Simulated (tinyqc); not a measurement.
# Resistance of a source-drain extension with a graded tip, step by step

tinyqc, about 0.03 s, one thread, Intel Xeon 2.30GHz (shared host): `OMP_NUM_THREADS=1 python tinyqc.py 2282091 2282092 out.jsonl` Printed values are rounded.

y runs along the channel, the gate covers y > 0. The doping is N0 for y < y0 and N0 10^(-(y - y0)/la) beyond, uniform over the depth xj. Sheet conductance s(y) = q mu(N) max(N - Nch, 0) xj + (for y > 0) ma Cox Vo, with mu(N) = u0 + (u1 - u0)/(1 + (N/Nr)^au) and Cox = eps0 eox/tox. Current is taken as one-dimensional; depletion of the tip, spreading and the contact are left out. The metallurgical junction lies at yj, where N = Nch.

Inputs (values chosen for the exercise); mobility law close to that of holes in silicon: relative permittivity of the gate insulator (close to zirconium oxide) eox = 25.6; insulator thickness tox = 9.3 nm; active doping of the extension far from the gate N0 = 1.7e20 cm^-3; lateral abruptness la = 4.1 nm/decade; position under the gate where the fall begins (gate edge at 0) y0 = -0.3 nm; depth of the extension xj = 24 nm; channel doping Nch = 1.5e18 cm^-3; gate overdrive Vo = 0.84 V; mobility of the gate-induced layer ma = 92 cm^2/(V s); mobility at low doping u1 = 470.5 cm^2/(V s); mobility at high doping u0 = 44.9 cm^2/(V s); reference doping Nr = 2.23e17 cm^-3; exponent au = 0.719; gate length Lg = 45 nm.

Constants: q = 1.602176634e-19 C, eps0 = 8.8541878128e-14 F/cm where lengths are in cm. Results are converted to the units shown.

## Sheet resistances and junction position

yj = y0 + la log10(N0/Nch); sheet resistance of the full extension 1/[q mu(N0)(N0 - Nch) xj] and of the gate-induced layer 1/(ma Cox Vo); metallurgical length Lg - 2 yj; ye is where the doped and the gate-induced conductances are equal.

yj = 8.122866 nm
sheet resistance of the extension = 318.4016 ohm/square
sheet resistance of the induced layer = 5309.176 ohm/square
metallurgical length = 28.75427 nm
ye = 5.134418 nm
N at ye = 8.034914e18 cm^-3

The gate takes over 2.99 nm before the junction, where N is still 5.36 times the channel doping.

## Resistance of the overlapped part

Midpoint rule on 8 equal steps from 0 to yj: R_ov = sum h/s(y), per width.

```
point     y (nm)    N (cm^-3)  doped conductance (uS)  sheet resistance (ohm/square)
0      0.5076792  1.080075e20                2040.981                       448.5644
1       1.523037  6.106687e19                1197.763                       721.4401
2       2.538396  3.452688e19                710.4501                       1112.591
3       3.553754  1.952131e19                424.9472                       1630.523
4       4.569112  1.103724e19                253.6749                       2262.300
5       5.584471  6.240396e18                146.6371                       2985.162
6       6.599829  3.528286e18                75.09617                       3795.797
7       7.615187  1.994874e18                22.42862                       4744.244
```

R_ov = 17.972 ohm um

The exact integral is 18.016 ohm um; the coarse sum is 0.24 % below it.
